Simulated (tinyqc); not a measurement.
Which substrate gives the strongest standing wave: standing waves and exposure in a photoresist film.

Parameters, chosen for this exercise:
- lam = 193 nm (vacuum wavelength)
- n1 = 1.7 (resist index)
- A = 0.09 1/micrometre (bleachable absorption (Dill A))
- B = 0.79 1/micrometre (fixed absorption (Dill B))

r12 = (N1 - Ns)/(N1 + Ns) with N1 = n1 + i (A + B) lam/(4 pi), lam in micrometres, and Ns = ns + i ks chosen for the exercise, each substrate thick; contrast 2|r|/(1 + |r|^2); the intensity at the interface relative to the forward wave is |1 + r12|^2.

Results:

| case | ns | ks | \|r12\|^2 | contrast | phase (degrees) | \|1 + r12\|^2 |
|---|---|---|---|---|---|---|
| near Al | 0.109 | 2.154 | 0.8924 | 0.998 | -103.5 | 1.450 |
| near Si3N4 | 2.665 | 0.262 | 0.0519 | 0.433 | -169.2 | 0.604 |
| near W | 1.312 | 2.911 | 0.4849 | 0.938 | -126.5 | 0.656 |
| near Si | 0.866 | 2.719 | 0.5704 | 0.962 | -119.7 | 0.823 |
| near polySi | 1.008 | 2.166 | 0.4231 | 0.914 | -111.0 | 0.957 |

The strongest reflector is the case near Al (0.892) and the weakest near Si3N4 (0.0519). The intensity at the interface depends on the phase too: it is lowest for the case near Si3N4 (0.604, phase -169 degrees) and highest for near Al (1.450); a strong reflector with a phase of 180 degrees would put a node there.

tinyqc: `OMP_NUM_THREADS=1 python tinyqc.py 1651184 1651185 out.jsonl`; about 0.01 s, one thread, shared Intel(R) Xeon(R) Processor @ 2.30GHz.
